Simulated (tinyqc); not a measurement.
Tersoff bond-order potential: one step, computed by the program tinyqc. Command: `OMP_NUM_THREADS=1 python tinyqc.py 3023486 3023487 out.jsonl tersoff walk`. One thread of a shared host (Intel(R) Xeon(R) Processor @ 2.30GHz), about 0.01 s of CPU time with the checks.

E = (1/2) sum_(i, j != i) [A exp(-lambda r_ij) - b_ij B exp(-mu r_ij)], b_ij = (1 + (beta zeta_ij)^n)^(-1/(2n)), zeta_ij = sum_(k != i, j) g(theta_ijk), g = 1 + c^2/d^2 - c^2/(d^2 + (h - cos theta)^2), with theta at atom i. Only nearest neighbours count (cut-off function 1 for them, 0 beyond).

Problem. An open trimer. Atom 1 binds atoms 2 and 3, which do not interact. b_12 = b_13 follow from zeta = g(theta); b_21 = b_31 = 1. E = sum over the two bonds of A exp(-lambda r) - (b + 1)/2 B exp(-mu r).

Inputs (values chosen for the exercise, modelled on silicon):

| quantity | value | unit |
|---|---|---|
| A | 1818.8 | eV |
| B | 474.17 | eV |
| lambda | 2.4799 | 1/angstrom |
| mu | 1.7322 | 1/angstrom |
| beta | 1.05e-06 | - |
| n | 0.7925 | - |
| c | 101800 | - |
| d | 16.2 | - |
| h | -0.6013 | - |
| bond length r_12 | 2.48 | angstrom |
| bond length r_13 | 2.48 | angstrom |
| angle theta at atom 1 | 98.3 | degrees |

Give: g(theta); bond order b_12; repulsive terms; attractive terms B exp(-mu r); energy of the trimer.

Solution.

g(theta) = 31393

bond order b_12 = 0.9600

repulsive terms (eV): 3.880  3.880

attractive terms B exp(-mu r) (eV): 6.461  6.461

energy of the trimer = -4.903 eV

g is least (g = 1) at cos theta = h, 127.0 degrees, wider than the tetrahedral 109.47.
